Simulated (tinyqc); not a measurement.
What each parameter does: shallow donor in an anisotropic valley (effective-mass theory).

One valley: H = -c [(d2/dx2 + d2/dy2)/mt + (d2/dz2)/ml] - q/(eps r), c = hbar^2/2m0, q = e^2/(4 pi eps0). Trial function exp(-sqrt((x^2 + y^2)/a^2 + z^2/b^2)) with a > b: T = (c/3)(2/(mt a^2) + 1/(ml b^2)), V = -(q/eps) atan(u/b)/u, u = sqrt(a^2 - b^2). The central cell of the impurity is left out.

Constants: hbar^2/2m0 = 3.80998211 eV angstrom^2; e^2/(4 pi eps0) = 14.39964547 eV angstrom.

Parameters, chosen for this exercise (out of a larger set: near those of GaP; not measured data): ml = 2.061 m0 (longitudinal mass); mt = 0.241 m0 (transverse mass); eps = 11 (dielectric constant).

The minimum of the trial energy. Each row changes one parameter from the base and keeps the others.

Results:
```
case           E (meV)  a (angstrom)  b (angstrom)    b/a
base            -48.25         16.62          7.82  0.470
ml = 1.649 m0   -46.00         17.14          8.71  0.508
mt = 0.217 m0   -44.40         18.20          8.25  0.454
eps = 12.1      -39.88         18.28          8.60  0.470
```

The largest shifts from the base row, up to three for each result and ties (the steps differ in size, so this ranks the rows, not the parameters). E (meV): eps +8.37, mt +3.85, ml +2.26. a (angstrom): eps +1.66, mt +1.58, ml +0.53. b (angstrom): ml +0.90, eps +0.78, mt +0.44. b/a: ml +0.038, mt -0.017; unchanged at the printed digits by eps. eps only rescales the solution (E as 1/eps^2, lengths as eps), so b/a depends on ml/mt alone.

Computed by tinyqc, a small Python program: `OMP_NUM_THREADS=1 python tinyqc.py 1280039 1280040 out.jsonl` (the numbers bound the seed that draws the inputs); one thread of a shared host (Intel(R) Xeon(R) Processor @ 2.30GHz), about 0.01 s for the whole set of steps.
